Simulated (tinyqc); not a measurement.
Trap density from two Hall measurements.

Inverse problem. p-type body, charge-sheet picture, full ionisation (an idealisation for deep acceptors), Boltzmann statistics for free electrons. e = Ec - EF at the surface. psi = Eg - Vt ln(Nv/Na) - e; N_dep = sqrt(2 eps0 eps_r Na (psi - Vt)/q); n_f = sqrt(N_dep^2 + 2 eps0 eps_r Vt Nc exp(-e/Vt)/q) - N_dep; Vg = Vfb + psi + q (N_dep + n_t + n_f)/Cox, Cox = eps0 eox/tox. Find e and n_t at both points and the mean trap density between them.

Parameters, values chosen for the exercise; band and dielectric values close to those of silicon:
```
symbol    value   unit                                   meaning
T           300      K                               temperature
Eg         1.13     eV                                  band gap
eps_r      11.6                            relative permittivity
Nc      2.79e19  cm^-3    conduction-band density of states at T
Nv       2.7e19  cm^-3       valence-band density of states at T
eox         3.9           relative permittivity of the insulator
tox          56     nm                       insulator thickness
Na       6.3e16  cm^-3                          acceptor density
Vfb       -0.98      V  flat-band voltage without trapped charge
```

Constants: q = 1.602176634e-19 C, kB = 1.380649e-23 J/K, Vt = kB T/q, eps0 = 8.8541878128e-14 F/cm where lengths are in cm. Results are converted to the units shown.

Vg (V): [2.0261153, 2.5607534]
free sheet density from the Hall effect (cm^-2): [5.0706399e8, 1.7878611e10]

Solution. Each n_f fixes e; what the gate voltage holds beyond psi, N_dep and n_f is trapped; the difference quotient is the density, smeared over a few Vt.

e (eV): [0.2430, 0.1490]
n_t (cm^-2): [1.210e11, 2.245e11]
mean trap density = 1.101e12 cm^-2 eV^-1

tinyqc, about 0.02 s, one thread, Intel Xeon 2.30GHz (shared host): `OMP_NUM_THREADS=1 python tinyqc.py 2222041 2222042 out.jsonl`
